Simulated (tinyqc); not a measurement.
# Changing the starting silicon radius a0

Model: oxidation of curved silicon (wires and holes): cylindrical Deal-Grove kinetics with stress-retarded reaction. Computed by tinyqc, a small Python program. Command: `OMP_NUM_THREADS=1 python tinyqc.py 3015053 3015054 out.jsonl wireox sweep`. One thread of a shared host (Intel(R) Xeon(R) Processor @ 2.30GHz), about 0.03 s of CPU time with the checks.

Silicon fills r > a and oxide b < r < a. One volume of silicon gives 2.25 volumes of oxide, and the length is fixed.

Inputs (values chosen for the exercise, close to those used for silicon in dry oxygen): prefactor B0 = 729 um^2/h; activation energy E_B = 1.22 eV; prefactor (B/A)0 = 5.5e+06 um/h; activation energy E_A = 1.99 eV; starting oxide x_i = 2 nm; viscosity prefactor eta0 = 2.2e-08 Pa s; viscosity energy E_eta = 5.62 eV; critical shear stress s_c = 74 MPa; activation volume V_k = 13 angstrom^3; temperature T = 850 C; time t = 1.4 h.

Shape: hole (concave).

Constants: k_B = 8.617333262e-05 eV/K.

Method:
- B = B0 exp(-E_B/(k_B T)), B/A = (B/A)0 exp(-E_A/(k_B T)), eta = eta0 exp(E_eta/(k_B T)); 1 um = 1000 nm.
- Temperatures in kelvin are T(C) + 273.15.
- Geometry: b^2 = b0^2 - 1.25 (a^2 - a0^2), b0 = a0 - x_i.
- Rate of oxide made per interface area: q = 1/[1/k + 2 a |ln(b/a)|/B], and |da/dt| = q/2.25. Reaction k = (B/A) exp(-sigma V_k/(k_B T)). New oxide pushes the old with radial speed u = 1.25 |da/dt| at r = a; the shear stress at radius r is s_c asinh(z a^2/r^2), z = 2 eta u/(a s_c) (Eyring flow), and the compressive normal stress at the interface is sigma = |int_a^b 2 s/r dr| = s_c |F(z) - F(z a^2/b^2)|, F(y) = int_0^y asinh(w)/w dw. q and sigma are solved together. 1 MPa angstrom^3 = 6.241509e-6 eV.
- Integrate da/dt adaptively (tolerance 1e-8); a wire counts as consumed at a = 0.5 nm and a hole as closed at b = 0.5 nm. Planar reference: x^2 + A x = B t + x_i^2 + A x_i, A = B/(B/A).

One run for each value:
```
starting silicon radius a0 (nm)  ratio to the planar thickness  oxide thickness (nm)  normal stress at time t (MPa)
5.0                                                    0.44218                 4.758                         3810.7
9.7                                                    0.63006                 6.780                         1882.8
19.0                                                   0.77979                 8.392                          986.5
36.0                                                   0.87607                 9.428                          529.3
69.0                                                   0.93515                10.064                          274.3
130.0                                                  0.96690                10.405                          141.7
260.0                                                  0.98463                10.596                           67.6
500.0                                                  0.99271                10.683                           33.3
```

Over the rows, ratio to the planar thickness rises from 0.442 to 0.993 (exponent d ln y / d ln x 0.53 between the first rows and 0.012 between the last); oxide thickness (nm) rises from 4.76 to 10.7 (exponent d ln y / d ln x 0.53 between the first rows and 0.012 between the last); normal stress at time t (MPa) falls from 3810 to 33.3 (exponent d ln y / d ln x between -1.1 and -0.96). Curvature effects scale with thickness over radius and fade for large a0.

Caution (all rows): planar dry oxides this thin grow faster than Deal-Grove predicts. Caution (rows 5.00, 9.70): a normal stress above about 1.5 GPa lies beyond the range of a viscous flow law. Caution (all rows): the oxide is taken as a purely viscous fluid in steady flow; elasticity, stress-dependent diffusion and thin-oxide enhancement are left out.
